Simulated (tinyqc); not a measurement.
Oxide trap near a transistor channel: two-state multiphonon kinetics, telegraph noise and bias instability. Changing the trap depth x from the interface. Computed by tinyqc, a small Python program. Command: `OMP_NUM_THREADS=1 python tinyqc.py 3008604 3008605 out.jsonl oxidetrap sweep`. One thread of a shared host (Intel(R) Xeon(R) Processor @ 2.30GHz), about 0.01 s of CPU time with the checks.

An n-channel device under positive gate bias. The trap is empty (state 1) or holds an electron (state 2); both states are parabolas of equal curvature, and the electron reservoir is taken at the Fermi level of the channel.

Inputs (values chosen for the exercise, with an insulator like Al2O3 on silicon):
```
quantity                                value   unit
insulator constant eps_ox                9.11      -
insulator thickness t_ox                  7.2     nm
tunnel barrier phi_b                     2.15     eV
tunnelling mass m_ox                     0.38    m_0
trap level above E_F at zero field E_t   0.13     eV
relaxation energy E_R                     2.1     eV
oxide field F                             1.2  MV/cm
attempt rate k_0 at the interface       2e+12    1/s
temperature T                             400      K
channel width W                           140     nm
channel length L                           82     nm
frequency f                               300     Hz
```

Parts treated: one trap.

Constants: hbar^2/(2 m_0) = 3.80998212 eV angstrom^2; k_B = 8.617333262e-05 eV/K; e = 1.602176634e-19 C; eps_0 = 8.8541878128e-12 F/m.

Method:
- kappa = sqrt(2 m_ox phi_b)/hbar = sqrt(m_ox phi_b/(hbar^2/2m_0)); attenuation length lambda = 1/(2 kappa); factor exp(-x/lambda) for a rectangular barrier.
- E_21 = E_t - e F x is the energy of state 2 over state 1; barriers E_c = (E_R + E_21)^2/(4 E_R), E_e = E_c - E_21; tau_c = exp(E_c/k_B T)/(k_0 P), tau_e = exp(E_e/k_B T)/(k_0 P), P the tunnelling factor; occupation f_2 = tau_e/(tau_c + tau_e); 1/tau_0 = 1/tau_c + 1/tau_e.
- Charge-sheet step dV = e (t_ox - x)/(eps_ox eps_0 W L); Lorentzian spectrum S(f) = 4 dV^2 tau_0^2/((tau_c + tau_e)(1 + (2 pi f tau_0)^2)); corner 1/(2 pi tau_0); variance dV^2 f_2 (1 - f_2) = dV^2 tau_0/(tau_c + tau_e).

One run for each value; columns: (1) trap depth x from the interface (nm); (2) capture time tau_c (s); (3) emission time tau_e (s); (4) threshold step dV (mV); (5) tunnelling factor; (6) occupation f_2:
```
(1)          (2)         (3)     (4)         (5)      (6)
0.30  1.3359e-04  8.7381e-06  1.1939  6.2135e-02  0.06140
0.98  2.1567e-02  1.5050e-02  1.0762  1.1435e-04  0.41102
1.70  4.9369e+00  4.2249e+01  0.9516  1.4530e-07  0.89537
2.30  4.7529e+02  3.2845e+04  0.8478  5.6096e-10  0.98574
3.00  1.0249e+05  8.1015e+07  0.7267  8.5782e-13  0.99874
3.70  2.3206e+07  2.0981e+11  0.6056  1.3118e-15  0.99989
4.40  5.5166e+09  5.7050e+14  0.4845  2.0059e-18  0.99999
5.00  6.2396e+11  5.2107e+17  0.3806  7.7444e-21  1.00000
```

Describe the trends.

Over the rows, capture time tau_c (s) rises from 1.34e-4 to 6.24e11 (exponent d ln y / d ln x 4.3 between the first rows and 37 between the last); emission time tau_e (s) rises from 8.74e-6 to 5.21e17 (exponent d ln y / d ln x 6.3 between the first rows and 53 between the last); threshold step dV (mV) falls from 1.19 to 0.381 (exponent d ln y / d ln x -0.088 between the first rows and -1.9 between the last).
